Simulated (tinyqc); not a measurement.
All estimates against temperature: estimate of lattice thermal conductivity from elastic moduli (Slack, Klemens and Cahill formulas). Computed by tinyqc, a small Python program. Command: `OMP_NUM_THREADS=1 python tinyqc.py 3030071 3030072 out.jsonl slack walk`. One thread of a shared host (Intel(R) Xeon(R) Processor @ 2.30GHz), about 0.01 s of CPU time with the checks.

An isotropic solid.

Inputs (values chosen for the exercise, for a model crystal):
```
quantity,value,unit
bulk modulus B,106,GPa
shear modulus G,37.1,GPa
volume per atom V,20.9,angstrom^3
mean atomic mass M,53.1,u
atoms per primitive cell n,1,-
volume expansion coefficient alpha_V,34.4,ppm/K
temperature T,400,K
disorder parameter Gamma,0.0086,-
grain size d,930,nm
```

Grueneisen parameter: from thermal expansion.

Constants: u = 1.6605390666e-27 kg; hbar = 1.054571817e-34 J s; k_B = 1.380649e-23 J/K; h = 6.62607015e-34 J s.

Method:
- rho = M/V; vL = sqrt((B + 4G/3)/rho), vT = sqrt(G/rho); v_m = [(vL^-3 + 2 vT^-3)/3]^(-1/3); Poisson ratio sigma = (3B - 2G)/(6B + 2G); Theta = hbar v_m (6 pi^2/V)^(1/3)/k_B.
- gamma = alpha_V B V/(3 k_B), with the classical heat capacity 3 k_B per atom.
- Slack, an estimate for T near or above Theta_a: kappa = A M Theta_a^3 delta n^(1/3)/(gamma^2 T) in W/(m K), with M in u, delta = V^(1/3) in angstrom, Theta_a = Theta n^(-1/3) and A = 2.43e-6/(1 - 0.514/gamma + 0.228/gamma^2).
- High-temperature forms with the classical heat capacity. Klemens: kappa/kappa_0 = arctan(u)/u, u^2 = pi^2 Theta V Gamma kappa_0/(h v_m^2). Grains: 1/kappa_poly = 1/kappa + 1/(C v_m d/3), C = 3 k_B/(n V), the acoustic branches alone.
- Cahill minimum: kappa_min = (pi/6)^(1/3) k_B V^(-2/3) sum over L, T, T of v (T/Theta_i)^2 int_0^(Theta_i/T) x^3 e^x/(e^x - 1)^2 dx, Theta_i = Theta v_i/v_m (64 Gauss-Legendre points).

Grueneisen parameter gamma = 1.83995

Debye temperature Theta = 360.035 K

v_m = 3331.07 m/s

vL = 6070.44 m/s

vT = 2965.43 m/s

acoustic Debye temperature Theta_a = 360.035 K

Kappa (W/(m K)):
```
T (K),perfect crystal,with point defects,polycrystal,minimum
200,31.090,19.375,19.193,0.69163
300,20.727,14.371,14.270,0.78380
400,15.545,11.507,11.443,0.82292
550,11.305,8.908,8.870,0.84879
750,8.291,6.875,6.852,0.86294
1000,6.218,5.362,5.348,0.87034
1300,4.783,4.249,4.240,0.87429
1700,3.658,3.331,3.325,0.87668
```

What follows from these numbers?

The perfect crystal follows 1/T. With point defects the exponent runs from -0.74 to -0.91 (the strong-disorder limit is -1/2), and with grains from -0.73 to -0.91. At the highest T it is still 3.8 times the minimum. Rows below Theta_a = 360 K are outside the range of the Slack formula.

Extremes, crossings and ranges named in words are read from the listed rows.
